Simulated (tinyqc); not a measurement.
Double-gate transistor, scale length and short-channel effects: one step of the calculation.

A body of thickness ts between two insulators of thickness ti and two tied gates. Below threshold the potential that source and drain add obeys Laplace's equation and vanishes on the gate. Its lowest mode decays along the channel as exp(-k y); k is the smallest positive root of the matching condition at the interface, and the scale length is Lambda = pi/k.

Task. Decay constant by Newton steps. f(k) = ei cos(k ti) cos(k ts/2) - eps_r sin(k ti) sin(k ts/2); f' by a central difference with +/- 1e-5 1/nm; k(new) = k - f/f'.

Parameters, values chosen for the exercise; permittivities: semiconductor close to that of In0.53Ga0.47As, insulator close to that of zirconium oxide: relative permittivity of the semiconductor eps_r = 13.9; relative permittivity of the insulator ei = 24.1; insulator thickness ti = 2.9 nm; body thickness ts = 12.7 nm.

k at the start = 0.20125000 1/nm

Give: f; f'; k after iteration 1.

Result.

f = -1.5277
f' = -179.63 nm
k after iteration 1 = 0.19275 1/nm

Computed by the program tinyqc: `OMP_NUM_THREADS=1 python tinyqc.py 2420077 2420078 out.jsonl`, one thread of a shared Intel Xeon 2.30GHz, about 0.01 s for the whole run.
